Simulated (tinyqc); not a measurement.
Hole doping of the spin-split valence bands: two-band massive Dirac model of the K valleys.

Basis (conduction, valence): H = [[D/2, a t (tau kx - i ky)], [a t (tau kx + i ky), -D/2 + lam tau sz]], valley tau = +/-1, spin sz = +/-1. The gap of a spin and valley is G = D - lam tau sz. Berry curvature Omega = curl of i<u|grad u>; for the conduction band Omega_c = -tau 2 a^2 t^2 G/(G^2 + 4 a^2 t^2 k^2)^(3/2), and Omega_v = -Omega_c.

Values chosen for the exercise (near those used for monolayer MoSe2; shifted at random, so the results belong to these values and not to a real crystal):

| symbol | value | unit | meaning |
|---|---|---|---|
| a | 3.309 | angstrom | lattice constant |
| D | 1.51 | eV | gap parameter |
| t | 0.9 | eV | effective hopping |
| lam | 0.079 | eV | half the valence spin splitting |

The Fermi level lies E below the top of the valence band. kF for the upper and lower band of valley +1 from the two-band energy; each flavour holds kF^2/(4 pi) holes per area and both valleys count. Spin polarisation within one valley; Berry flux removed from valley +1, the sum of (1 - cos(theta_F))/2 with cos(theta_F) = G/sqrt(G^2 + 4 a^2 t^2 kF^2), in units of 2 pi.

Holes:

| E (meV) | kF upper (1/angstrom) | kF lower | p (1e12/cm^2) | spin polarisation in a valley | flux/2 pi |
|---|---|---|---|---|---|
| 19.8 | 0.0568 | 0.0000 | 5.14 | 1.000 | 0.0134 |
| 39.5 | 0.0809 | 0.0000 | 10.42 | 1.000 | 0.0262 |
| 79.0 | 0.1160 | 0.0000 | 21.41 | 1.000 | 0.0497 |
| 118.5 | 0.1439 | 0.0000 | 32.95 | 1.000 | 0.0710 |
| 150.1 | 0.1636 | 0.0000 | 42.59 | 1.000 | 0.0867 |
| 173.8 | 0.1773 | 0.0535 | 54.60 | 0.833 | 0.1075 |
| 237.0 | 0.2111 | 0.1219 | 94.59 | 0.500 | 0.1696 |
| 316.0 | 0.2495 | 0.1764 | 148.60 | 0.333 | 0.2361 |

Up to E = 2 lam = 158 meV, a density of 45.1e12/cm^2, only the upper band of this model is emptied and each valley is fully spin-polarised, oppositely in the two. Beyond it the polarisation falls, to 0.33 in the last row. The flux, times e^2/h, is in size the change of the Hall conductivity of one valley; the other valley cancels it in the charge current. Rows with kF above about 0.2 1/angstrom lie beyond the range of the model, and in real layers the valley at Gamma, close below in MoS2 and WS2, can take holes as well.

tinyqc: `OMP_NUM_THREADS=1 python tinyqc.py 1452691 1452692 out.jsonl`; about 0.01 s, one thread, shared Intel(R) Xeon(R) Processor @ 2.30GHz.
